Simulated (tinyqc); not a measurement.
# Lifetime from the storage time

Inverse problem. In the charge-control model of a long diode dQ/dt = -Ir - Q/tau after the current is switched from If to -Ir, with Q(0) = If tau; the storage time ends at Q = 0. Find tau, the stored charge and the share of it that leaves through the terminals.

forward and reverse current (mA): [5, 1.1]
storage time = 411.11486 ns

Solution. Integrating gives ts = tau ln(1 + If/Ir). The extracted charge is Ir ts; the rest recombines.

tau = 240.0 ns
stored charge = 1.200 nC
share extracted = 37.69 %

Program tinyqc, `OMP_NUM_THREADS=1 python tinyqc.py 2230047 2230048 out.jsonl`; Intel Xeon 2.30GHz, shared host, one thread, about 0.01 s.
